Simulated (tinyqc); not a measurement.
Two-mode optical phonons of a ternary alloy from two coupled oscillators. Changing the fraction x of A. Computed by tinyqc, a small Python program. Command: `OMP_NUM_THREADS=1 python tinyqc.py 3009533 3009534 out.jsonl twomode sweep`. One thread of a shared host (Intel(R) Xeon(R) Processor @ 2.30GHz), about 0.01 s of CPU time with the checks.

An alloy A(x)B(1-x)C has an A-C and a B-C bond oscillator. Each TO frequency moves linearly from the impurity mode (dilute end) to the TO of the pure crystal; each strength is proportional to the number of bonds.

Inputs (values chosen for the exercise, modelled on Al(x)Ga(1-x)As, with A-C the AlAs-like and B-C the GaAs-like bond): omega_TO of pure AC = 359.7 1/cm; omega_LO of pure AC = 399.6 1/cm; omega_TO of pure BC = 268.7 1/cm; omega_LO of pure BC = 292.6 1/cm; eps_inf of AC = 7.96; eps_inf of BC = 11.2; impurity mode of A in BC = 355.8 1/cm; impurity mode of B in AC = 252.1 1/cm; electron mass m* = 0.16 m_0.

Constants: e^2/(4 pi eps_0) = 14.39964548 eV angstrom; hbar^2/(2 m_0) = 3.80998212 eV angstrom^2; 1 THz = 33.35640952 1/cm; h x 1 THz = 4.135667696 meV.

Method:
- omega_1 = (impurity mode of A) + x (omega_TO,AC - impurity mode of A); omega_2 = (impurity mode of B) + (1 - x)(omega_TO,BC - impurity mode of B); eps_inf = x eps_AC + (1 - x) eps_BC; strengths W_1 = x eps_AC (omega_LO,AC^2 - omega_TO,AC^2), W_2 = (1 - x) eps_BC (omega_LO,BC^2 - omega_TO,BC^2).
- eps(omega) = eps_inf + W_1/(omega_1^2 - omega^2) + W_2/(omega_2^2 - omega^2) = 0 is the eigenproblem of the matrix [[omega_1^2 + W_1/eps_inf, sqrt(W_1 W_2)/eps_inf], [sqrt(W_1 W_2)/eps_inf, omega_2^2 + W_2/eps_inf]] for omega_LO^2.
- Uncoupled values keep the diagonal alone. eps_s = eps_inf + W_1/omega_1^2 + W_2/omega_2^2.
- The polar coupling of mode j is c_j = (u_j . sqrt(W))^2/(eps_inf^2 omega_j^2), u_j its eigenvector and omega_j here its LO frequency; the c_j add up to 1/eps_inf - 1/eps_s. Froehlich constant alpha_j = (e^2/(4 pi eps_0)) c_j k_j/(2 E_j), E_j = h c omega_j, k_j = sqrt(m* E_j/(hbar^2/(2 m_0))).

One run for each value:
```
fraction x of A  upper LO mode (1/cm)  lower LO mode (1/cm)  share of the upper mode   eps_s   eps_inf
0.061                          358.45                289.98                  0.10797  13.087  11.00236
0.160                          362.66                285.87                  0.25447  12.768  10.68160
0.260                          366.84                281.83                  0.37777  12.441  10.35760
0.460                          375.21                273.91                  0.57915  11.768   9.70960
0.560                          379.47                269.96                  0.66568  11.422   9.38560
0.650                          383.37                266.39                  0.73849  11.105   9.09400
0.750                          387.82                262.39                  0.81554  10.748   8.77000
0.850                          392.41                258.33                  0.89003  10.383   8.44600
0.950                          397.15                254.20                  0.96336  10.012   8.12200
```

Give the missing row, fraction x of A = 0.360.

Computed row:
```
fraction x of A  upper LO mode (1/cm)  lower LO mode (1/cm)  share of the upper mode   eps_s   eps_inf
0.360                          371.01                277.85                  0.48432  12.107  10.03360
```

Interpolating between the two neighbouring rows (the first column on a logarithmic scale, the others too where they are positive) misses most in eps_inf, by 0.51 %. Over the rows, upper LO mode (1/cm) rises from 358 to 397 (exponent d ln y / d ln x 0.012 between the first rows and 0.11 between the last); lower LO mode (1/cm) falls from 290 to 254 (exponent d ln y / d ln x -0.015 between the first rows and -0.15 between the last); share of the upper mode rises from 0.108 to 0.963 (exponent d ln y / d ln x 0.89 between the first rows and 0.71 between the last). Both TO lines are straight by construction; the LO lines bend because the splitting depends on the number of bonds and on the coupling of the two oscillators through the field.
